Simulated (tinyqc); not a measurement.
## Thermal resistances of a two-die stack

Inverse problem. Heat leaves through the lower die only, and the system is linear. Find the resistance R1 from the lower die to the coolant, R2 between the dies, and the rise of the upper die when both are powered.

Parameters, values chosen for the exercise:
- P1 = 15 W (power of the lower die)
- P2 = 17 W (power of the upper die)

rises of the lower and upper die with only the lower one powered (K): 5.25  5.25
rises of the lower and upper die with only the upper one powered (K): 5.95  14.45

Answer. With only the lower die powered no heat crosses R2, so both dies rise by P1 R1; the difference in the second test is P2 R2; rises add.

R1 = 0.3500 K/W
R2 = 0.5000 K/W
rise of the upper die = 19.70 K

tinyqc, about 0.04 s, one thread, Intel Xeon 2.30GHz (shared host): `OMP_NUM_THREADS=1 python tinyqc.py 2162184 2162185 out.jsonl`
